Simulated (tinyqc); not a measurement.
Worked calculation: plane-wave Kohn-Sham cycle with exchange-only LDA in a layered model solid. One step of it, computed by the program tinyqc.

Task: Iteration 1: potential. V_H(G) = 4 pi rho(G)/G^2 for G != 0 (uniform background); v_x = -(3 rho/pi)^(1/3); V = V_ext + V_H + v_x; Fourier components f(G_m) = (1/N) sum_j f(x_j) exp(-i G_m x_j).

A solid whose potential varies along x alone (atomic units):
```
parameter                      value
period a                   12.000000
cross-section of the cell  24.000000
electrons per cell                 4
grid points                       16
plane waves -n..n, n               3
k points                           3
V1 in V1 cos(2 pi x/a)     -0.190000
```

density at the start, on the grid x_j = j a/N (e/bohr^3): [0.01388889, 0.01388889, 0.01388889, 0.01388889, 0.01388889, 0.01388889, 0.01388889, 0.01388889, 0.01388889, 0.01388889, 0.01388889, 0.01388889, 0.01388889, 0.01388889, 0.01388889, 0.01388889]

Give: Potentials on the grid; V(G_m), m = 0, 1, 2, ....

Result:

Potentials on the grid (hartree):
```
x          V_ext     V_H      v_x        V
0.0000   -0.1900  0.0000  -0.2367  -0.4267
0.7500   -0.1755  0.0000  -0.2367  -0.4122
1.5000   -0.1344  0.0000  -0.2367  -0.3711
2.2500   -0.0727  0.0000  -0.2367  -0.3094
3.0000         0  0.0000  -0.2367  -0.2367
3.7500    0.0727  0.0000  -0.2367  -0.1640
4.5000    0.1344  0.0000  -0.2367  -0.1024
5.2500    0.1755  0.0000  -0.2367  -0.0612
6.0000    0.1900  0.0000  -0.2367  -0.0467
6.7500    0.1755  0.0000  -0.2367  -0.0612
7.5000    0.1344  0.0000  -0.2367  -0.1024
8.2500    0.0727  0.0000  -0.2367  -0.1640
9.0000         0  0.0000  -0.2367  -0.2367
9.7500   -0.0727  0.0000  -0.2367  -0.3094
10.5000  -0.1344  0.0000  -0.2367  -0.3711
11.2500  -0.1755  0.0000  -0.2367  -0.4122
```

V(G_m), m = 0, 1, 2, ... (hartree): [-0.2367, -0.0950, 0.0000, 0.0000, 0.0000, 0.0000, 0.0000]
